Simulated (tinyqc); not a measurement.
Fermi level and growth conditions: formation energy of a charged point defect from supercell energies. Computed by tinyqc, a small Python program. Command: `OMP_NUM_THREADS=1 python tinyqc.py 3020328 3020329 out.jsonl formation walk`. One thread of a shared host (Intel(R) Xeon(R) Processor @ 2.30GHz), about 0.01 s of CPU time with the checks.

The host is a compound AB. Making the defect adds n_A = -1, n_B = 0, n_X = 1 atoms to the cell. All total energies are inputs. E_F is counted from the valence-band maximum (VBM); x = 0 is A-rich and x = 1 B-rich growth.

Inputs (values chosen for the exercise, for a model compound AB):

| quantity | value | unit |
|---|---|---|
| gap E_g | 2.81 | eV |
| E_VBM of the host cell | 6.254 | eV |
| potential alignment dV | 0.0063 | eV |
| dielectric constant eps | 9.83 | - |
| cell length L | 14.8 | angstrom |
| mu_A of the pure element | -3.001 | eV |
| formation enthalpy dH of AB | -0.924 | eV |
| growth condition x | 0.6 | - |
| mu_X of the pure element | -2.065 | eV |
| formation enthalpy of XB | -0.12 | eV |

Defect: impurity X on an A site. Supercell lattice: sc.

charge states q: 2  1  0  -1  -2

E(defect, q) - E(host), in the order of q (eV): -9.746  -2.311  4.689  12.61  20.75

Constants: e^2/(4 pi eps_0) = 14.39964548 eV angstrom.

Method:
- dmu_A = x dH and dmu_B = (1 - x) dH, so that dmu_A + dmu_B = dH; mu = mu(element) + dmu. The impurity is held at its solubility limit: dmu_X = min(0, dH(XB) - dmu_B).
- The reservoir term is sum n_i mu_i.
- Image-charge correction of a point charge in a neutralising background: E_corr = q^2 alpha e^2/(4 pi eps_0) / (2 eps L), alpha = 2.837297 for a sc array with L the cube root of the volume.
- E_f(q, E_F) = [E(defect, q) - E(host)] - sum n_i mu_i + q (E_VBM + dV + E_F) + E_corr(q).
- Each entry is the lowest E_f over q.

E_f(q, 0) (eV): (q=+2) 1.84586, (q=+1) 2.59931, (q=0) 3.19860, (q=-1) 4.99971, (q=-2) 7.30066

sum n_i mu_i = 1.4904 eV

Lowest formation energy (eV):

| E_F (eV) | stable q | A-rich, x = 0 | x = 0.5 | B-rich, x = 1 |
|---|---|---|---|---|
| 0.000 | +2 | 2.4003 | 1.9383 | 1.5963 |
| 0.351 | +2 | 3.1023 | 2.6403 | 2.2983 |
| 0.702 | 0 | 3.7530 | 3.2910 | 2.9490 |
| 1.054 | 0 | 3.7530 | 3.2910 | 2.9490 |
| 1.405 | 0 | 3.7530 | 3.2910 | 2.9490 |
| 1.756 | 0 | 3.7530 | 3.2910 | 2.9490 |
| 2.108 | -1 | 3.4461 | 2.9841 | 2.6421 |
| 2.459 | -2 | 2.9371 | 2.4751 | 2.1331 |
| 2.810 | -2 | 2.2351 | 1.7731 | 1.4311 |

What does the comparison show, and why?

Going from A-rich to B-rich growth shifts every line by -0.804 eV and moves no transition level. The slope of the envelope is the stable charge, so E_f is highest in the rows from E_F = 0.702 to 1.76 eV, where the neutral state is stable, and it falls on both sides: the defect is amphoteric and compensates either doping.

Extremes, crossings and ranges named in words are read from the listed rows.
